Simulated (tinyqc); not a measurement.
Inside a calculation. Model: delta-doped HEMT, charge control.

tinyqc, about 0.01 s, one thread, Intel Xeon 2.30GHz (shared host): `OMP_NUM_THREADS=1 python tinyqc.py 2180068 2180069 out.jsonl` Printed values are rounded.

A two-dimensional electron gas of density ns under a barrier. EF and the subbands are counted from the conduction-band edge of the channel at the interface. Two subbands of a triangular well with an infinite wall, parabolic band, no carriers in the barrier.

Parameters, values chosen for the exercise; material values close to those of InAlAs on In0.53Ga0.47As:
```
symbol,value,unit,meaning
T,300,K,temperature
d,20,nm,barrier thickness from gate to channel
ds,4.1,nm,undoped spacer next to the channel
me,0.0418,m0,electron mass in the channel
ec,13.8,,relative permittivity of the channel
ebr,12.5,,relative permittivity of the barrier
phiB,0.694,eV,barrier height of the gate
dEc,0.498,eV,conduction-band offset
ND,2.3e12,cm^-2,sheet density of the donor plane at ds from the channel
eta,0.75,,share of ns that counts in the confining field
Nb,1e10,cm^-2,depletion charge of the buffer
Vg,-0.07,V,gate voltage
```

Constants: q = 1.602176634e-19 C, kB = 1.380649e-23 J/K, hbar = 1.054571817e-34 J s, m0 = 9.1093837015e-31 kg, Vt = kB T/q, eps0 = 8.8541878128e-14 F/cm where lengths are in cm, hbar^2/(2 m0) = 0.0380998212 eV nm^2. Results are converted to the units shown.

## Barrier and off voltage

Fully depleted barrier with eb = ebr: Vp = q ND (d - ds)/(eps0 eb); donors per area ND; Voff = phiB - dEc - Vp.

Vp = 0.529391 V
donors per area = 2.3e12 cm^-2
eb = 12.5
Voff = -0.333391 V

## Starting value

ns = 1.8e11 cm^-2.

ns at the start = 1.8e11 cm^-2

## Iteration 1: new ns

F = q (eta ns + Nb)/(eps0 ec) in eV/nm; E_k = a_k (C F^2/me)^(1/3), a_0 = 2.338107, a_1 = 4.087949, C = hbar^2/(2 m0); D = me m0 q/(pi hbar^2); ns = D Vt [ln(1 + exp((EF - E_0)/Vt)) + ln(1 + exp((EF - E_1)/Vt))], which gives EF = E_0 + Vt ln{2 s/[(1 + u) + sqrt((1 + u)^2 + 4 u s)]} with s = exp(ns/(D Vt)) - 1, u = exp((E_0 - E_1)/Vt). Newton: g = ns + Nb - eps0 eb (Vg - Voff - EF)/(q d), ns(new) = ns - g/(1 + (eps0 eb/(q d)) dEF/dns), the derivative by central differences over +/- 0.01 % of ns.

E_0 = 0.0347921 eV
E_1 = 0.0608305 eV
EF = 0.00611458 eV
dEF/dns = 0.308219 eV per 1e12 cm^-2
ns after iteration 1 = 5.18386e11 cm^-2

## Iteration 2: new ns

As before.

E_0 = 0.0682964 eV
E_1 = 0.119409 eV
EF = 0.0802113 eV
dEF/dns = 0.172370 eV per 1e12 cm^-2
ns after iteration 2 = 5.83770e11 cm^-2

## Iteration 3: new ns

As before.

E_0 = 0.0737863 eV
E_1 = 0.129008 eV
EF = 0.0911770 eV
dEF/dns = 0.163386 eV per 1e12 cm^-2
ns after iteration 3 = 5.84443e11 cm^-2

## Course of the iteration

Stop when the step is below 1e-10 of the value, or after 30 iterations.

Course of the iteration:

| iteration | ns before the step (cm^-2) | step (cm^-2) |
|---|---|---|
| 1 | 1.8e11 | 3.38e11 |
| 2 | 5.18386e11 | 6.54e10 |
| 3 | 5.83770e11 | 6.72e8 |
| 4 | 5.84443e11 | 6.14e4 |
| 5 | 5.84443e11 | < 1e-1 |

Converged in 5 iterations.

## Fermi level, second subband and capacitance

converged ns = 5.84443e11 cm^-2

F = q (eta ns + Nb)/(eps0 ec) in eV/nm; E_k = a_k (C F^2/me)^(1/3), a_0 = 2.338107, a_1 = 4.087949, C = hbar^2/(2 m0); D = me m0 q/(pi hbar^2); ns = D Vt [ln(1 + exp((EF - E_0)/Vt)) + ln(1 + exp((EF - E_1)/Vt))], which gives EF = E_0 + Vt ln{2 s/[(1 + u) + sqrt((1 + u)^2 + 4 u s)]} with s = exp(ns/(D Vt)) - 1, u = exp((E_0 - E_1)/Vt). Gate capacitance C = q dns/dVg = eps0 eb/(d + dd), dd = (eps0 eb/q) dEF/dns. dEF/dns by central differences over +/- 0.01 % of ns.

EF = 0.0912868 eV
share of the second subband = 16.0878 %
dd = 11.2809 nm
C = 0.353818 uF/cm^2

The rise of EF with ns acts as 11.3 nm of extra barrier, 56.4 % of d. EF is 0.18 of the band offset dEc.
